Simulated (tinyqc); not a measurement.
Plane-wave Kohn-Sham cycle with exchange-only LDA in a layered model solid, step by step. Computed by tinyqc, a small Python program that keeps every step. Settings: points = 16, plane-wave index or count = 3, electrons = 2, k points = 1, area = 14.0, mixing = 0.1, iteration cap = 69. Command: `OMP_NUM_THREADS=1 python tinyqc.py 30889 30890 out.jsonl` (the two numbers bound the seeds that draw the settings). One thread of a shared host (Intel(R) Xeon(R) Processor @ 2.60GHz), about 0.02 s of CPU time with the checks. Later iterations appear only in the table of the cycle.

## Iteration 1: potential

A solid whose potential varies along x alone (atomic units):
```
parameter                      value
period a                   15.100000
cross-section of the cell  14.000000
electrons per cell                 2
grid points                       16
plane waves -n..n, n               3
k points                           1
V1 in V1 cos(2 pi x/a)     -0.190000
```

density at the start, on the grid x_j = j a/N (e/bohr^3): [0.00946074, 0.00946074, 0.00946074, 0.00946074, 0.00946074, 0.00946074, 0.00946074, 0.00946074, 0.00946074, 0.00946074, 0.00946074, 0.00946074, 0.00946074, 0.00946074, 0.00946074, 0.00946074]

V_H(G) = 4 pi rho(G)/G^2 for G != 0 (uniform background); v_x = -(3 rho/pi)^(1/3); V = V_ext + V_H + v_x; Fourier components f(G_m) = (1/N) sum_j f(x_j) exp(-i G_m x_j).

Potentials on the grid (hartree):
```
x              V_ext       V_H        v_x          V
0.000000   -0.190000  0.000000  -0.208273  -0.398273
0.943750   -0.175537  0.000000  -0.208273  -0.383810
1.887500   -0.134350  0.000000  -0.208273  -0.342623
2.831250   -0.072710  0.000000  -0.208273  -0.280982
3.775000           0  0.000000  -0.208273  -0.208273
4.718750    0.072710  0.000000  -0.208273  -0.135563
5.662500    0.134350  0.000000  -0.208273  -0.073922
6.606250    0.175537  0.000000  -0.208273  -0.032735
7.550000    0.190000  0.000000  -0.208273  -0.018273
8.493750    0.175537  0.000000  -0.208273  -0.032735
9.437500    0.134350  0.000000  -0.208273  -0.073922
10.381250   0.072710  0.000000  -0.208273  -0.135563
11.325000          0  0.000000  -0.208273  -0.208273
12.268750  -0.072710  0.000000  -0.208273  -0.280982
13.212500  -0.134350  0.000000  -0.208273  -0.342623
14.156250  -0.175537  0.000000  -0.208273  -0.383810
```

V(G_m), m = 0, 1, 2, ... (hartree): [-0.208273, -0.095000, 0.000000, 0.000000, 0.000000, 0.000000, 0.000000]

## Iteration 1: Hamiltonian at one k

k = 0.000000 2 pi / a

H(m,m') = (k + G_m)^2/2 delta + V(G_m - G_m'), with V(-G) = V(G).

H (hartree), order -3, -2, -1, +0, +1, +2, +3:
```
[[0.570873, -0.095000, 0.000000, 0.000000, 0.000000, 0.000000, 0.000000],
 [-0.095000, 0.138014, -0.095000, 0.000000, 0.000000, 0.000000, 0.000000],
 [0.000000, -0.095000, -0.121701, -0.095000, 0.000000, 0.000000, 0.000000],
 [0.000000, 0.000000, -0.095000, -0.208273, -0.095000, 0.000000, 0.000000],
 [0.000000, 0.000000, 0.000000, -0.095000, -0.121701, -0.095000, 0.000000],
 [0.000000, 0.000000, 0.000000, 0.000000, -0.095000, 0.138014, -0.095000],
 [0.000000, 0.000000, 0.000000, 0.000000, 0.000000, -0.095000, 0.570873]]
```

## Iteration 1: levels at that k

Diagonalise the Hermitian matrix.

eigenvalues (hartree): [-0.313569, -0.153985, -0.054743, 0.149819, 0.155854, 0.591352, 0.591371]

## Iteration 1: new density

Motion across x is left out: the lowest 1 band(s) hold two electrons at each of the k points (j + 1/2)/nk - 1/2. Residual R = rho(out) - rho(in); rho(new) = rho(in) + 0.1 R. rho(out) = 2/(a A nk) sum |psi|^2 with psi = sum c exp(i G x). Harris energy E = band energy - dV sum rho (V_H/2 + v_x) + (3/4) dV sum rho v_x with rho(in), dV = a A/N, band energy = (2/nk) sum of the filled levels.

rho(out) (e/bohr^3): [0.03241267, 0.02793261, 0.01795040, 0.00873685, 0.00333845, 0.00106876, 0.00031630, 0.00010474, 0.00006295, 0.00010474, 0.00031630, 0.00106876, 0.00333845, 0.00873685, 0.01795040, 0.02793261]

density after iteration 1 (e/bohr^3): [0.01175593, 0.01130793, 0.01030970, 0.00938835, 0.00884851, 0.00862154, 0.00854629, 0.00852514, 0.00852096, 0.00852514, 0.00854629, 0.00862154, 0.00884851, 0.00938835, 0.01030970, 0.01130793]

energy per cell = -0.52300175 hartree

## Iteration 2: potential

As before.

Potentials on the grid (hartree):
```
x              V_ext        V_H        v_x          V
0.000000   -0.190000   0.117270  -0.223911  -0.296641
0.943750   -0.175537   0.104863  -0.221030  -0.291704
1.887500   -0.134350   0.072309  -0.214325  -0.276366
2.831250   -0.072710   0.030161  -0.207740  -0.250288
3.775000           0  -0.011551  -0.203679  -0.215230
4.718750    0.072710  -0.046706  -0.201923  -0.175919
5.662500    0.134350  -0.072606  -0.201334  -0.139589
6.606250    0.175537  -0.088318  -0.201167  -0.113949
7.550000    0.190000  -0.093574  -0.201135  -0.104709
8.493750    0.175537  -0.088318  -0.201167  -0.113949
9.437500    0.134350  -0.072606  -0.201334  -0.139589
10.381250   0.072710  -0.046706  -0.201923  -0.175919
11.325000          0  -0.011551  -0.203679  -0.215230
12.268750  -0.072710   0.030161  -0.207740  -0.250288
13.212500  -0.134350   0.072309  -0.214325  -0.276366
14.156250  -0.175537   0.104863  -0.221030  -0.291704
```

V(G_m), m = 0, 1, 2, ... (hartree): [-0.207965, -0.048171, 0.003636, 0.000179, 0.000006, 0.000008, 0.000003]

## Iteration 2: Hamiltonian at one k

k = 0.000000 2 pi / a

As before.

H (hartree), order -3, -2, -1, +0, +1, +2, +3:
```
[[0.571180, -0.048171, 0.003636, 0.000179, 0.000006, 0.000008, 0.000003],
 [-0.048171, 0.138322, -0.048171, 0.003636, 0.000179, 0.000006, 0.000008],
 [0.003636, -0.048171, -0.121393, -0.048171, 0.003636, 0.000179, 0.000006],
 [0.000179, 0.003636, -0.048171, -0.207965, -0.048171, 0.003636, 0.000179],
 [0.000006, 0.000179, 0.003636, -0.048171, -0.121393, -0.048171, 0.003636],
 [0.000008, 0.000006, 0.000179, 0.003636, -0.048171, 0.138322, -0.048171],
 [0.000003, 0.000008, 0.000006, 0.000179, 0.003636, -0.048171, 0.571180]]
```

## Iteration 2: levels at that k

As before.

eigenvalues (hartree): [-0.245453, -0.133660, -0.089898, 0.141534, 0.142546, 0.576588, 0.576593]

## Iteration 2: new density

As before.

rho(out) (e/bohr^3): [0.02508463, 0.02289168, 0.01743201, 0.01116037, 0.00612024, 0.00299902, 0.00143586, 0.00079187, 0.00062505, 0.00079187, 0.00143586, 0.00299902, 0.00612024, 0.01116037, 0.01743201, 0.02289168]

density after iteration 2 (e/bohr^3): [0.01308880, 0.01246630, 0.01102193, 0.00956555, 0.00857568, 0.00805929, 0.00783525, 0.00775181, 0.00773137, 0.00775181, 0.00783525, 0.00805929, 0.00857568, 0.00956555, 0.01102193, 0.01246630]

energy per cell = -0.39473423 hartree

## Convergence

Stop when sqrt(dV sum R^2) is below 1e-8, dV = a A/N.

Course of the cycle:
```
iteration  E (hartree)  norm of the residual
1          -0.52300175              1.63e-01
2          -0.39473423              1.10e-01
3          -0.34266898              3.07e-02
4          -0.34039825              1.53e-02
5          -0.34011883              1.08e-02
6          -0.33999282              9.13e-03
7          -0.33991272              7.56e-03
8          -0.33985696              6.41e-03
9          -0.33981751              5.39e-03
10         -0.33978953              4.55e-03
11         -0.33976966              3.83e-03
...                ...                   ...
59         -0.33972101              2.44e-06
60         -0.33972101              2.17e-06
61         -0.33972101              1.93e-06
62         -0.33972101              1.71e-06
63         -0.33972101              1.53e-06
64         -0.33972101              1.36e-06
65         -0.33972101              1.21e-06
66         -0.33972101              1.08e-06
67         -0.33972101              9.66e-07
68         -0.33972101              8.63e-07
69         -0.33972101              7.72e-07
```

Not converged within 69 iterations: the residual falls steadily but slowly, by a factor of about 0.89 a step. Reruns (cap 100 unless said): mixing 0.5, Kerker q0 1.0: converged in 45 (E = -0.33972); mixing 0.3, Pulay depth 5: converged in 22 (E = -0.33972); the original settings with a cap of 400: converged in 110 (E = -0.33972).
